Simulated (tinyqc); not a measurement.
Critical temperature from a phonon spectrum: McMillan, Allen-Dynes and the linearised Eliashberg equation: one step, computed by the program tinyqc.

alpha^2 F(omega) = sum_i (lambda_i omega_i/2) delta(omega - omega_i), so that lambda = 2 int alpha^2 F/omega d omega = sum_i lambda_i.

Question. Largest eigenvalue of the small kernel. K is the kernel of the linearised Eliashberg equation on the Matsubara points omega_n = (2n + 1) pi k_B T; T_c is where its largest eigenvalue rho is zero. Diagonalise K; at rho = 0 the eigenvector c is the gap function Delta_n/omega_n up to a factor; away from it Delta_n/Delta_0 = (2n + 1) c_n/c_0 is only an estimate.

Inputs (values chosen for the exercise, for a model metal): trial temperature = 16.5 K.

Peaks in alpha^2 F: two.

K:
```
          1         2         3          4
1  -0.17205   1.68688   1.24079    0.87476
2   1.68688  -4.81217   1.32085    0.96753
3   1.24079   1.32085  -8.80329    1.12231
4   0.87476   0.96753   1.12231  -12.24909
```

Give: largest eigenvalue rho; Delta_n/Delta_0.

Answer.

largest eigenvalue rho = 0.7822

Delta_n/Delta_0: 1.000  1.099  0.965  0.777

rho > 0: in this small matrix the trial temperature lies below T_c.
